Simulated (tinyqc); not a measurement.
## Bandgap voltage reference from two bipolar transistors: effect of the temperature coefficient of both resistors

Two transistors of area 1 and N carry the same current I. Is(T) = Is (T/T0)^eta exp[(Vg0 q/kB)(1/T0 - 1/T)], VBE1 = Vt ln(I/Is(T)) + I rb, VBE2 = Vt ln(I/(N Is(T))) + I rb/N. The amplifier forces I R1(T) = VBE1 - VBE2 + Vos, with R(T) = R (1 + tc (T - T0)) for both resistors, and the output is Vref = VBE1 + I R2(T). Base currents and the Early effect are neglected.

Vt = kB T/q; I = (Vt ln N + Vos)/(R1(T) - rb (1 - 1/N)). Box coefficient: span of Vref between 233 and 398 K over its average over T and over 165 K. The last column is the R2 that gives zero slope at T0.

Parameters, values chosen for the exercise; values of the order met in silicon bipolar transistors:
- T0 = 298 K (reference temperature)
- Vg0 = 1.152 V (band-gap voltage extrapolated to 0 K)
- eta = 3.1 (temperature exponent of the saturation current)
- Is = 3.5e-16 A (saturation current of the unit transistor at T0)
- N = 10 (area ratio of the second transistor)
- R1 = 11 kohm (resistor across which the difference of VBE falls, at T0)
- Vos = 0 mV (offset of the amplifier)
- rb = 0 ohm (series resistance of the unit transistor)
- R2 = 106.7 kohm (output resistor at T0)

Constants: q = 1.602176634e-19 C, kB = 1.380649e-23 J/K. Results are converted to the units shown.

Results:
```
tc (ppm/K)  I at T0 (uA)  Vref at T0 (V)  slope at T0 (uV/K)  box coefficient (ppm/K)  R2 for zero slope (kohm)
-2000              5.375           1.176              -49.50                    40.71                     109.4
-1000              5.375           1.176              -75.18                    67.73                     110.9
0                  5.375           1.176              -100.9                    92.96                     112.3
2000               5.375           1.176              -152.2                    139.8                     115.1
3000               5.375           1.176              -177.9                    162.2                     116.6
```

Estimate the missing row, tc = 1000 ppm/K.

Computed row:
```
tc (ppm/K)  I at T0 (uA)  Vref at T0 (V)  slope at T0 (uV/K)  box coefficient (ppm/K)  R2 for zero slope (kohm)
1000               5.375           1.176              -126.5                    116.9                     113.7
```

With this row back in the table: As tc goes from -2000 to 3000, Vref stays at 1.176 V and the box coefficient rises from 40.7 to 162 ppm/K.

Program tinyqc, `OMP_NUM_THREADS=1 python tinyqc.py 2062114 2062115 out.jsonl`; Intel Xeon 2.30GHz, shared host, one thread, about 0.02 s.
